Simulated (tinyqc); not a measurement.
MOS capacitor on a p-type substrate, surface potential from the exact charge relation: one step of the calculation.

Uniform p-type substrate, Boltzmann statistics, full ionisation, classical densities. psi is the surface potential against the body (positive when the bands bend down) and u = psi/Vt. Traps are spread evenly over the gap and neutral at flat band, so their charge is -q Dit psi; the minority quasi-Fermi level is shifted by Vb.

Problem. Charges, field and capacitances at the solution. ni = sqrt(Nc Nv) exp(-Eg/(2 Vt)), Eg in volts; phiF = Vt ln(N/ni); Cox = eps0 eox/tox; Vfb = phiM - chi - (Eg - Vt ln(Nv/N)) - q Nf/Cox; Q0 = sqrt(2 eps0 eps_r q N Vt); r = (ni/N)^2 exp(-Vb/Vt); VT = Vfb + [(2 phiF + Vb)(1 + q Dit/Cox) + sqrt(2 eps0 eps_r q N (2 phiF + Vb))/Cox].

u = psi/Vt; F^2 = exp(-u) + u - 1 + r (exp(u) - u - 1); Qs = -sign(u) Q0 F; Cs = -dQs/dpsi = (Q0/Vt) |1 - exp(-u) + r (exp(u) - 1)|/(2 F). Low frequency: 1/C_LF = 1/Cox + 1/(Cs + q Dit). High frequency, in the simple estimate in which traps and minority carriers do not follow: 1/C_HF = 1/Cox + 1/Cd, Cd being Cs with r = 0 at the same psi. Minority sheet density N_inv = (Q0/(2 q)) int_0^u r (exp(t) - 1)/F(t) dt for u > 0. Oxide field |Qs - q Dit psi + q Nf|/(eps0 eox).

Parameters, values chosen for the exercise; band and dielectric values close to those of silicon:

| symbol | value | unit | meaning |
|---|---|---|---|
| T | 293 | K | temperature |
| Eg | 1.11 | eV | band gap |
| eps_r | 11.6 |  | relative permittivity |
| Nc | 2.7e19 | cm^-3 | conduction-band density of states at T |
| Nv | 2.58e19 | cm^-3 | valence-band density of states at T |
| N | 1.5e17 | cm^-3 | acceptor density of the substrate |
| eox | 8.98 |  | relative permittivity of the gate insulator (close to aluminium oxide) |
| tox | 19 | nm | insulator thickness |
| Nf | 0 | cm^-2 | fixed charge at the interface, in units of q |
| Dit | 0 | cm^-2 eV^-1 | density of interface traps |
| Vb | 0 | V | reverse bias of the inversion layer against the body |

Constants: q = 1.602176634e-19 C, kB = 1.380649e-23 J/K, Vt = kB T/q, eps0 = 8.8541878128e-14 F/cm where lengths are in cm. Results are converted to the units shown.

converged psi = -0.11813063 V

Wanted: Qs; N_inv; oxide field; Cs; C_LF/Cox; C_HF/Cox.

Solution.

Qs = 356.47 nC/cm^2
N_inv = 0 cm^-2
oxide field = 0.44834 MV/cm
Cs = 7.3832 uF/cm^2
C_LF/Cox = 0.94636
C_HF/Cox = 0.94636

The surface is in accumulation (borders at |psi| = 0, phiF + Vb and 2 phiF + Vb = 0.849 V).

tinyqc, about 0.01 s, one thread, Intel Xeon 2.30GHz (shared host): `OMP_NUM_THREADS=1 python tinyqc.py 2060004 2060005 out.jsonl`
